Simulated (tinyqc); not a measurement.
## Series resistance and mobility from two gate lengths

Inverse problem. At small Vds the total resistance times width is 2 Rs + L/(mu Q), with the same mu and Q at both lengths. Find mu and Rs.

total resistance at L = 40 and 80 nm (ohm um): 305.05123  370.10246
Q = 1.43 uC/cm^2

Answer. The slope against L is 1/(mu Q), and the intercept at L = 0 is 2 Rs.

mu = 430 cm^2/(V s)
Rs = 120 ohm um

Numbers from tinyqc (`OMP_NUM_THREADS=1 python tinyqc.py 2380124 2380125 out.jsonl`; about 0.01 s on one thread of a shared Intel Xeon 2.30GHz).
